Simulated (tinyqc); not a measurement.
Capacitance of parallel on-chip lines from Laplace's equation on a mesh: two steps of the calculation.

Cross-section of an endless row of equal lines between two grounded planes; neighbours are driven in antiphase (+1 V and -1 V), so the plane midway between two lines is at 0 V. By symmetry one quarter is solved: x runs from the centre of a line (column 0, mirror) to that midplane (column 5, 0 V), y from the mid-height of the line (row 0, mirror) to the ground plane (row 4, 0 V). The line fills columns 0 to 2 and rows 0 to 2 at 1 V. Cells beside the line (below row 2) have e2, cells above have e1. Each link between nodes has the conductance g = mean permittivity of the two cells beside it (a cell beyond a mirror counts as 0), and the free nodes obey sum g (V_neighbour - V) = 0.

Inputs (values chosen for the exercise): relative permittivity above and below the lines e1 = 3; relative permittivity between the lines e2 = 2.4; over-relaxation factor om = 1.2.

Question 1. Link conductances. gx[j, i] joins node (row j, column i) to column i + 1, gy[j, i] to row j + 1.

Give: gx; gy.

Answer 1.

gx:
```
	col 0	col 1	col 2	col 3	col 4
row 0	1.2000	1.2000	1.2000	1.2000	1.2000
row 1	2.4000	2.4000	2.4000	2.4000	2.4000
row 2	2.7000	2.7000	2.7000	2.7000	2.7000
row 3	3.0000	3.0000	3.0000	3.0000	3.0000
row 4	1.5000	1.5000	1.5000	1.5000	1.5000
```

gy:
```
	col 0	col 1	col 2	col 3	col 4	col 5
row 0	1.2000	2.4000	2.4000	2.4000	2.4000	1.2000
row 1	1.2000	2.4000	2.4000	2.4000	2.4000	1.2000
row 2	1.5000	3.0000	3.0000	3.0000	3.0000	1.5000
row 3	1.5000	3.0000	3.0000	3.0000	3.0000	1.5000
```

Question 2. Relaxation sweep. One sweep visits the free nodes row by row from row 0, left to right, and replaces V by V + om (weighted mean of the neighbours - V), using new values at once.

V after sweep 1 (V):
```
	col 0	col 1	col 2	col 3	col 4	col 5
row 0	1.0000000	1.0000000	1.0000000	0.3000000	0.0900000	0.0000000
row 1	1.0000000	1.0000000	1.0000000	0.3900000	0.1440000	0.0000000
row 2	1.0000000	1.0000000	1.0000000	0.4040000	0.1596000	0.0000000
row 3	0.3000000	0.3900000	0.4170000	0.2463000	0.1217700	0.0000000
row 4	0.0000000	0.0000000	0.0000000	0.0000000	0.0000000	0.0000000
```

gx:
```
	col 0	col 1	col 2	col 3	col 4
row 0	1.2	1.2	1.2	1.2	1.2
row 1	2.4	2.4	2.4	2.4	2.4
row 2	2.7	2.7	2.7	2.7	2.7
row 3	3	3	3	3	3
row 4	1.5	1.5	1.5	1.5	1.5
```

gy:
```
	col 0	col 1	col 2	col 3	col 4	col 5
row 0	1.2	2.4	2.4	2.4	2.4	1.2
row 1	1.2	2.4	2.4	2.4	2.4	1.2
row 2	1.5	3	3	3	3	1.5
row 3	1.5	3	3	3	3	1.5
```

Find: V after sweep 2.

Answer 2.

V after sweep 2 (V):
```
	col 0	col 1	col 2	col 3	col 4	col 5
row 0	1.0000	1.0000	1.0000	0.5010	0.2187	0.0000
row 1	1.0000	1.0000	1.0000	0.5367	0.2457	0.0000
row 2	1.0000	1.0000	1.0000	0.4923	0.2219	0.0000
row 3	0.4740	0.4893	0.4373	0.2661	0.1221	0.0000
row 4	0.0000	0.0000	0.0000	0.0000	0.0000	0.0000
```

Computed by the program tinyqc: `OMP_NUM_THREADS=1 python tinyqc.py 2790172 2790173 out.jsonl`, one thread of a shared Intel Xeon 2.30GHz, about 1 s for the whole run.
